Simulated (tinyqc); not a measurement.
Photoconductance decay in a wafer: bulk and surface recombination modes, and iron detection by pair splitting. From tau_a back to boron density N_A. Computed by tinyqc, a small Python program. Command: `OMP_NUM_THREADS=1 python tinyqc.py 3111664 3111665 out.jsonl pcd inv`. One thread of a shared host (Intel(R) Xeon(R) Processor @ 2.30GHz), about 0.07 s of CPU time with the checks.

Both faces of the wafer have the same S; injection is low and all coefficients are constant. x runs from -W/2 to W/2.

Inputs (values chosen for the exercise, modelled on p-type silicon): storage temperature T = 298 K.

Constants: k_B = 8.617333262e-05 eV/K.

Method. Association time tau_a = 5.7e5 (T/N_A) exp(0.66 eV/(k_B T)) s with T in K and N_A in 1/cm^3 (an empirical form); the unpaired share is exp(-t/tau_a).

Problem. A run gave the result below. Find the boron density N_A, known to lie between 1.5e+16 and 2.3e+16 1/cm^3.

tau_a = 22.57121 min

Solution.

Each step takes the trial c = (a f_b - b f_a)/(f_b - f_a), f being the result less the target and a, b, c the logarithms of the listed values; c replaces end b, the old b replaces a if the sign of f changed, and otherwise f_a is halved.

Scan of the range:
```
boron density N_A (1/cm^3),tau_a (min)
1.50e+16,27.4014
1.61e+16,25.5293
1.73e+16,23.7585
1.86e+16,22.0979
1.99e+16,20.6544
2.14e+16,19.2066
2.30e+16,17.8705
```

False position (Illinois rule, in the logarithm of the input) inside the bracket:
```
step,end a,end b,trial,tau_a (min)
1,1.73000e+16,1.86000e+16,1.82198e+16,22.5590
2,1.73000e+16,1.82198e+16,1.82009e+16,22.5826
3,1.82198e+16,1.82009e+16,1.82100e+16,22.5712
4,1.82009e+16,1.82100e+16,1.82100e+16,22.5712
```

tau_a falls at every point of a 13-point scan of the range (every second point is shown), so one value fits; it is bracketed by 1.73e16 and 1.86e16. The scan shows a pure power law with exponent -1.000, so scaling from any one row also gives the answer directly. Answer: boron density N_A = 1.821e16 1/cm^3.
